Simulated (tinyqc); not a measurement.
# Potential step from the flux

Inverse problem. On one interval J = (q mu Vt/hx) [nb B(d) - na B(-d)], B(d) = d/(exp(d) - 1), d = (psi_b - psi_a)/Vt. Find psi_b - psi_a, and the step at which J would vanish.

Parameters, values chosen for the exercise: temperature T = 325 K; electron mobility mu = 892 cm^2/(V s); density at the left node na = 2.4e13 cm^-3; density at the right node nb = 2.3e15 cm^-3; node spacing hx = 39 nm.

Constants: q = 1.602176634e-19 C, kB = 1.380649e-23 J/K, Vt = kB T/q. Results are converted to the units shown.

J = 12289.619 A/cm^2

Solution. B(d) falls and B(-d) rises with d, so J falls steadily with the step and one value matches. J = 0 needs nb/na = exp(d), the Boltzmann ratio.

psi_b - psi_a = -0.1450 V
step for J = 0 = 0.1278 V

Program tinyqc, `OMP_NUM_THREADS=1 python tinyqc.py 2220041 2220042 out.jsonl`; Intel Xeon 2.30GHz, shared host, one thread, about 0.01 s.
